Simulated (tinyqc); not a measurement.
Resistance of a tapered via with liner, size effect and interface: via resistance against the liner on the sidewall.

A round via whose diameter grows from db at the bottom as D(z) = db + 2 z/tan(ang). The fill, of diameter D - 2 tl, starts above the bottom liner (thickness fb tl) and has rho = rho0 (1 + ks lam/(D - 2 tl)); the sidewall liner conducts in parallel with it. The bottom liner and the interface are crossed over the full area pi db^2/4. Spreading in the lines above and below is left out.

Slices between z0 = fb tl and hv, evaluated at their midpoints: conductance per length pi/4 [(D - 2 tl)^2/rho + (D^2 - (D - 2 tl)^2)/rl], slice resistance = slice height over that. 2000 slices. R_fill = sum of the slices; R_bottom = rl fb tl/(pi db^2/4); R_interface = ri/(pi db^2/4); ballistic (Sharvin) limit 1/(Sb pi (db - 2 tl)^2/4); ideal cylinder rho0 hv/(pi db^2/4).

Inputs (values chosen for the exercise); fill metal close to copper:
```
symbol,value,unit,meaning
db,41,nm,diameter at the bottom
hv,110,nm,height
ang,86,degrees,sidewall angle
rho0,1.68,uohm cm,bulk resistivity of the fill
lam,41,nm,mean free path of the fill
ks,1.3,,size-effect factor
fb,0.5,,liner at the bottom over that on the sidewall
rl,500,uohm cm,resistivity of the liner
ri,4.4e-12,ohm cm^2,interface resistivity at the bottom
Sb,1.1e15,S/m^2,"ballistic conductance per area, about 3/(4 rho0 lam)"
```

The same in every row: R_interface (ohm) = 0.33327.

Via resistance against the liner on the sidewall:
```
tl (nm)	R_fill (ohm)	R_bottom (ohm)	R (ohm)	ballistic limit (ohm)	R over ideal cylinder	largest part
0	2.1605	0	2.4938	0.68857	1.7816	fill
0.6	2.2957	1.1361	3.7651	0.73072	2.6899	fill
1.1	2.4181	2.0829	4.8343	0.76887	3.4538	fill
1.7	2.5782	3.2191	6.1305	0.81873	4.3798	bottom liner
2.3	2.7544	4.3552	7.4429	0.87360	5.3174	bottom liner
2.9	2.9489	5.4914	8.7735	0.93418	6.2680	bottom liner
3.4	3.1267	6.4382	9.8982	0.98961	7.0715	bottom liner
4	3.3617	7.5743	11.269	1.0629	8.0511	bottom liner
```

What does the comparison show?

R rises from 2.49 to 11.3 ohm. The fill is the largest part at tl = 0, the bottom liner from 1.7 on. The share of the two bottom terms goes from 13.4 to 70.2 %.

Numbers from tinyqc (`OMP_NUM_THREADS=1 python tinyqc.py 2750119 2750120 out.jsonl`; about 0.01 s on one thread of a shared Intel Xeon 2.30GHz).
